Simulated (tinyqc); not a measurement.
Swing of the coupled dose with resist thickness: standing waves and exposure in a photoresist film.

Normal incidence from air. Unexposed resist: N1 = n1 + i k1 with k1 = (A + B) lam/(4 pi), lam in micrometres. r01 = (1 - N1)/(1 + N1), t01 = 2/(1 + N1). Below the resist lie the layer Na = na + i ka and the substrate Ns = ns + i ks: r12 = (r1a + ras x)/(1 + r1a ras x), x = exp(4 pi i Na da/lam), r1a = (N1 - Na)/(N1 + Na), ras = (Na - Ns)/(Na + Ns). With p = exp(2 pi i N1 d/lam), the field at depth z is E(z) = t01 [exp(2 pi i N1 z/lam) + r12 p^2 exp(-2 pi i N1 z/lam)]/(1 + r01 r12 p^2), the relative intensity I(z) = n1 |E(z)|^2 and the reflectance R = |(r01 + r12 p^2)/(1 + r01 r12 p^2)|^2.

Values chosen for the exercise (a resist on Si, indices near tabulated ones; shifted at random, so the results belong to these values and not to a real crystal): lam = 193 nm (vacuum wavelength); n1 = 1.709 (resist index); A = 0.09 1/micrometre (bleachable absorption (Dill A)); B = 1.07 1/micrometre (fixed absorption (Dill B)); d = 191 nm (resist thickness); ns = 0.876 (substrate n); ks = 2.751 (substrate k); na = 1.873 (n of the bottom antireflection layer); ka = 0.335 (its k); da = 31 nm (its thickness).

The mean of I is taken over 800 depths; the relative dose to clear is taken as 1/(mean of I over the lowest period, 60 depths), scaled to 1 in the first row.

Swing:

| d (nm) | R | mean I | relative dose |
|---|---|---|---|
| 191.0 | 0.1354 | 0.8211 | 1.000 |
| 200.4 | 0.0395 | 0.9114 | 0.912 |
| 209.8 | 0.0077 | 0.9497 | 0.897 |
| 228.6 | 0.1628 | 0.7963 | 1.090 |
| 238.1 | 0.1840 | 0.7624 | 1.127 |
| 247.5 | 0.1286 | 0.8029 | 1.065 |
| 256.9 | 0.0387 | 0.8835 | 0.978 |
| 266.3 | 0.0095 | 0.9142 | 0.964 |
| 275.7 | 0.0763 | 0.8531 | 1.049 |
| 285.1 | 0.1554 | 0.7734 | 1.159 |
| 294.5 | 0.1754 | 0.7441 | 1.197 |
| 303.9 | 0.1234 | 0.7818 | 1.136 |

Give the missing row, d (nm) = 219.2.

Computed row:
```
d (nm)       R  mean I  relative dose
219.2   0.0789  0.8845          0.981
```

The period is 56.5 nm, six rows. The relative dose swings between 0.897 and 1.197, a ratio (max - min)/mean of 0.288, against the estimate 4 sqrt(|r01|^2 |r12|^2) exp(-(A + B) d) = 0.211 for the oscillating part alone; the ratio from the table also holds the slow rise from absorption, 13.6 % over two periods, so the two are not strictly comparable. The dose is least sensitive to thickness at an extremum; the lowest dose listed is at 209.8 nm.

Computed by tinyqc, a small Python program: `OMP_NUM_THREADS=1 python tinyqc.py 1681683 1681684 out.jsonl` (the numbers bound the seed that draws the inputs); one thread of a shared host (Intel(R) Xeon(R) Processor @ 2.30GHz), about 0.01 s for the whole set of steps.
